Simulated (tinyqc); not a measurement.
# Short-channel transistor, virtual-source model with series resistance: supply voltage at a fixed off current

The current per gate width is the charge at the top of the source barrier (the virtual source) times its velocity times a saturation function; al and be are fitting constants of the model. Units: I in uA/um, Rs in ohm um, so I Rs = 1e-6 I Rs in volts; Q in uC/cm^2, so I = 1e-4 Q vx0 Fsat with vx0 in cm/s.

Intrinsic voltages Vg' = Vgs - I Rs, Vd' = Vds - 2 I Rs. n = n0 + nd Vd', VT = VT0 - dl Vd', Ff = 1/(1 + exp((Vg' - VT + al Vt/2)/(al Vt))), Q = Cinv n Vt ln(1 + exp((Vg' - VT + al Vt Ff)/(n Vt))), Vdsat = (vx0 L/mu)(1 - Ff) + Vt Ff, Fsat = u/(1 + u^be)^(1/be) with u = Vd'/Vdsat, and I = Q vx0 Fsat per width. I is solved self-consistently. For each supply Vdd, VT0 is set so that I(Vgs = 0, Vds = Vdd) = 100 nA/um; Ion = I(Vdd, Vdd); C = Cinv L + 0.53 fF/um of parasitic capacitance; delay C Vdd/Ion, energy C Vdd^2.

Inputs (values chosen for the exercise):
- T = 273 K (temperature)
- Cinv = 1.36 uF/cm^2 (inversion capacitance)
- vx0 = 9.44e6 cm/s (velocity at the virtual source)
- mu = 1200 cm^2/(V s) (apparent mobility)
- L = 16 nm (channel length)
- dl = 0.081 V/V (drain-induced barrier lowering)
- n0 = 1.18 (subthreshold factor)
- nd = 0.2 1/V (growth of n with drain voltage)
- al = 3.5 (threshold shift (in units of Vt) from weak to strong inversion)
- be = 1.4 (sharpness of saturation)
- Rs = 50 ohm um (series resistance of each contact)

Constants: q = 1.602176634e-19 C, kB = 1.380649e-23 J/K, Vt = kB T/q. Results are converted to the units shown.

Results:
```
Vdd (V)	VT0 (V)	Ion (uA/um)	delay (ps)	energy (fJ/um)
0.4	0.2845	185.9	1.609	0.1196
0.5	0.2962	294.2	1.271	0.1869
0.6	0.3079	406.9	1.102	0.2691
0.7	0.3195	521.3	1.004	0.3663
0.9	0.3428	751.4	0.8954	0.6056
1	0.3544	866.7	0.8626	0.7476
1.1	0.3660	982.0	0.8375	0.9046
```

Estimate the missing row, Vdd = 0.8 V.

Computed row:
```
Vdd (V)	VT0 (V)	Ion (uA/um)	delay (ps)	energy (fJ/um)
0.8	0.3312	636.3	0.9400	0.4785
```

With this row back in the table: The VT0 needed rises from 0.285 to 0.366 V and Ion rises from 186 to 982 uA/um. The delay falls from 1.61 to 0.837 ps, while the energy grows as Vdd^2. Going from 0.4 to 0.5 V changes the delay by -21 %, going from 1 to 1.1 V by -2.9 %.

Computed by the program tinyqc: `OMP_NUM_THREADS=1 python tinyqc.py 2380160 2380161 out.jsonl`, one thread of a shared Intel Xeon 2.30GHz, about 0.02 s for the whole run.
